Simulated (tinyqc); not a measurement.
Worked calculation: sp3 tight binding, zinc-blende lattice. Computed by tinyqc, a small Python program that keeps every step. Command: `OMP_NUM_THREADS=1 python tinyqc.py 21562 21563 out.jsonl` (the two numbers bound the seeds that draw the settings). One thread of a shared host (Intel(R) Xeon(R) Processor @ 2.60GHz), about 0.01 s of CPU time with the checks.

## Bloch Hamiltonian at k

Parameters chosen for this model: zinc-blende lattice, anion at 0, cation at a/4 (1,1,1); V = eta hbar^2 / (m d^2), hbar^2/m = 7.619964 eV angstrom^2:
```
parameter          value      unit
a               5.480000  angstrom
d               2.372910  angstrom
Es anion      -12.700000        eV
Ep anion       -6.790000        eV
Es cation     -10.470000        eV
Ep cation      -5.630000        eV
eta ss         -1.400000
eta sp          1.840000
eta pp sigma    3.240000
eta pp pi      -0.810000
V ss           -1.894605        eV
V sp            2.490052        eV
V pp sigma      4.384656        eV
V pp pi        -1.096164        eV
```

k point k (2 pi / a): -0.3500  0.1400  0.5100

Slater-Koster rules over the four bonds with direction cosines (l, m, n): ss V_ss; s-px l V_sp; px-s -l V_sp; px-px l^2 V_pps + (1 - l^2) V_ppp; px-py l m (V_pps - V_ppp); each times exp(i k.d).

H(k) at k (eV):
```
                  a s            a px             a py             a pz
a s          -12.7000          0.0000           0.0000           0.0000
a px           0.0000         -6.7900           0.0000           0.0000
a py           0.0000          0.0000          -6.7900           0.0000
a pz           0.0000          0.0000           0.0000          -6.7900
c s   -4.3885+0.6203i  0.7681-2.0406i  -2.1057+0.7443i  -0.4561+3.4363i
c px  -0.7681+2.0406i  1.6927-0.2393i   0.5797-4.3668i   2.6760-0.9459i
c py   2.1057-0.7443i  0.5797-4.3668i   1.6927-0.2393i  -0.9761+2.5932i
c pz   0.4561-3.4363i  2.6760-0.9459i  -0.9761+2.5932i   1.6927-0.2393i

                  c s             c px             c py             c pz
a s   -4.3885-0.6203i  -0.7681-2.0406i   2.1057+0.7443i   0.4561+3.4363i
a px   0.7681+2.0406i   1.6927+0.2393i   0.5797+4.3668i   2.6760+0.9459i
a py  -2.1057-0.7443i   0.5797+4.3668i   1.6927+0.2393i  -0.9761-2.5932i
a pz  -0.4561-3.4363i   2.6760+0.9459i  -0.9761-2.5932i   1.6927+0.2393i
c s          -10.4700           0.0000           0.0000           0.0000
c px           0.0000          -5.6300           0.0000           0.0000
c py           0.0000           0.0000          -5.6300           0.0000
c pz           0.0000           0.0000           0.0000          -5.6300
```

## Levels at k

Diagonalise the Hermitian matrix.

eigenvalues (eV): -17.7232  -13.6273  -12.0921  -11.1223  -3.8376  -1.7916  -0.8307  0.5948

weights |c|^2 of the basis functions:
```
      band 1  band 2  band 3  band 4  band 5  band 6  band 7  band 8
a s   0.5533  0.1097  0.0226  0.0119  0.2499  0.0225  0.0094  0.0208
a px  0.0134  0.1461  0.1163  0.2618  0.0120  0.0314  0.2743  0.1447
a py  0.0018  0.1500  0.3418  0.0070  0.1038  0.0464  0.1620  0.1873
a pz  0.0296  0.1177  0.0629  0.2763  0.0767  0.3320  0.0002  0.1046
c s   0.3289  0.1820  0.0417  0.0186  0.3684  0.0236  0.0113  0.0256
c px  0.0214  0.0882  0.1247  0.2011  0.0126  0.0416  0.3399  0.1705
c py  0.0059  0.1483  0.2320  0.0103  0.1124  0.0651  0.2026  0.2233
c pz  0.0457  0.0581  0.0582  0.2130  0.0643  0.4375  0.0003  0.1231
```

## Bloch Hamiltonian at X

k point X (2 pi / a): 1  0  0

As before.

H(k) at X (eV):
```
                 a s            a px            a py            a pz
a s         -12.7000          0.0000          0.0000          0.0000
a px          0.0000         -6.7900          0.0000          0.0000
a py          0.0000          0.0000         -6.7900          0.0000
a pz          0.0000          0.0000          0.0000         -6.7900
c s           0.0000  0.0000+5.7505i          0.0000          0.0000
c px  0.0000-5.7505i          0.0000          0.0000          0.0000
c py          0.0000          0.0000          0.0000  0.0000-7.3078i
c pz          0.0000          0.0000  0.0000-7.3078i          0.0000

                 c s            c px            c py            c pz
a s           0.0000  0.0000+5.7505i          0.0000          0.0000
a px  0.0000-5.7505i          0.0000          0.0000          0.0000
a py          0.0000          0.0000          0.0000  0.0000+7.3078i
a pz          0.0000          0.0000  0.0000+7.3078i          0.0000
c s         -10.4700          0.0000          0.0000          0.0000
c px          0.0000         -5.6300          0.0000          0.0000
c py          0.0000          0.0000         -5.6300          0.0000
c pz          0.0000          0.0000          0.0000         -5.6300
```

## Levels at X

As before.

eigenvalues (eV): -15.9152  -14.6677  -13.5407  -13.5407  -2.5923  -2.4148  1.1207  1.1207

## Bands along a path

The same steps at evenly spaced points between the labelled ones.

Bands along the path (eV):
```
k           band 1    band 2    band 3    band 4   band 5   band 6   band 7   band 8
L         -17.0709  -15.2506  -11.3582  -11.3582  -4.4318  -1.0618  -1.0618   1.1633
L-G 0.25  -17.6923  -14.2590  -11.1011  -11.1011  -4.3309  -1.3189  -1.3189   0.6921
L-G 0.50  -18.5046  -12.3799  -10.4162  -10.4162  -4.0956  -2.0038  -2.0038  -0.6099
L-G 0.75  -19.0528  -10.3210   -9.5955   -9.5955  -3.8934  -2.8245  -2.8245  -2.3228
G         -19.2450   -9.1901   -9.1901   -9.1901  -3.9250  -3.2299  -3.2299  -3.2299
G-X 0.25  -18.9866  -10.1407  -10.1407   -9.8720  -3.6007  -3.1307  -2.2793  -2.2793
G-X 0.50  -18.2265  -11.8056  -11.8056  -11.4506  -3.0594  -2.8534  -0.6144  -0.6144
G-X 0.75  -17.0306  -13.3074  -13.0781  -13.0781  -2.7210  -2.5309   0.6581   0.6581
X         -15.9152  -14.6677  -13.5407  -13.5407  -2.5923  -2.4148   1.1207   1.1207
X-W 0.25  -15.9152  -14.6677  -13.5407  -13.5407  -2.5923  -2.4148   1.1207   1.1207
X-W 0.50  -15.9152  -14.6677  -13.5407  -13.5407  -2.5923  -2.4148   1.1207   1.1207
X-W 0.75  -15.9152  -14.6677  -13.5407  -13.5407  -2.5923  -2.4148   1.1207   1.1207
W         -15.9152  -14.6677  -13.5407  -13.5407  -2.5923  -2.4148   1.1207   1.1207
```

With 4 band(s) filled, the highest filled level on these points lies at G and the lowest empty one at L: a gap of 4.7582 eV, indirect.
